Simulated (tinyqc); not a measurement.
Double-gate transistor below threshold, two-dimensional Poisson equation on a small mesh: refining the mesh.

Half of a symmetric double-gate structure: row 0 is the mid-plane of the body, where the normal field vanishes. Mobile charge is neglected (subthreshold), the body is fully depleted, and potentials are counted from the intrinsic level; rows run upward to the gate, columns from source to drain.

The mesh has 2 c steps in the semiconductor (rows from 0 up to the interface), c steps in the insulator and 8 c along the channel, each uniform. Box integration, divided by eps0: up_i = eps hy/h of the interval above row i, dn_i = that of the interval below (0 for row 0), lat_i = (sum of eps h/2 over the intervals above and below)/hy, s_i = -q Na w_i hy/eps0 with w_i the semiconductor height of the box (hs/2 for row 0 and the interface row, hs between, 0 in the insulator). Each free node obeys (up + dn + 2 lat) psi = up psi(above) + dn psi(below) + lat [psi(left) + psi(right)] + s. Fixed values: gate row Vg - Vfb; column 0 at Vbi and the last column at Vbi + Vd in the semiconductor, each running linearly to Vg - Vfb across the insulator. The system is solved directly; psi is read on row 0 at mid-channel.

Values chosen for this exercise; semiconductor permittivity close to that of silicon: relative permittivity of the semiconductor eps_r = 11.9; relative permittivity of the insulator eox = 3.9; half the body thickness tb = 8 nm; insulator thickness tox = 1.4 nm; channel length L = 56 nm; acceptor density of the depleted body Na = 7.3e17 cm^-3; potential of the source Vbi = 0.6 V; gate offset Vfb = -0.09 V; gate voltage Vg = 0.05 V; drain voltage Vd = 0.05 V.

Constants: q = 1.602176634e-19 C, eps0 = 8.8541878128e-14 F/cm where lengths are in cm. Results are converted to the units shown.

Results:
```
c	unknowns	psi at mid-channel (V)	d psi/dVg
1	21	0.1032	0.9331
2	90	0.09997	0.9390
3	207	0.09935	0.9402
4	372	0.09914	0.9406
6	846	0.09898	0.9408
12	3420	0.09889	0.9410
```

Estimate the missing row, c = 8.

Computed row:
```
c	unknowns	psi at mid-channel (V)	d psi/dVg
8	1512	0.09893	0.9409
```

With this row back in the table: psi at mid-channel goes from 0.1032 V on the coarsest mesh to 0.09889 V on the finest, a difference of 4.3 mV. d psi/dVg changes by 0.0060 from c = 1 to 2, by 0.0015 from 2 to 4 and by 3.8e-4 from 4 to 8, a ratio of 4.0 between the last two, near the 4 of a second-order scheme.

Numbers from tinyqc (`OMP_NUM_THREADS=1 python tinyqc.py 2480108 2480109 out.jsonl`; about 0.1 s on one thread of a shared Intel Xeon 2.30GHz).
